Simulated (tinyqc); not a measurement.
Polarisation and half-bias from two TMR values.

Question. A tunnel junction has TMR = TMR0/(1 + (V/Vh)^2), TMR0 = 2 P1 P2/(1 - P1 P2). Find TMR0, Vh and P2.

Parameters, values chosen for the exercise:
- P1 = 0.72 (spin polarisation of the reference layer)

TMR at 0.1 and 0.5 V (%): [140.37089, 93.081427]

Answer. 1/TMR is linear in V^2, and P1 P2 = TMR0/(2 + TMR0).

TMR0 = 143 %
Vh = 0.680 V
P2 = 0.580

tinyqc, about 0.01 s, one thread, Intel Xeon 2.30GHz (shared host): `OMP_NUM_THREADS=1 python tinyqc.py 2450038 2450039 out.jsonl`
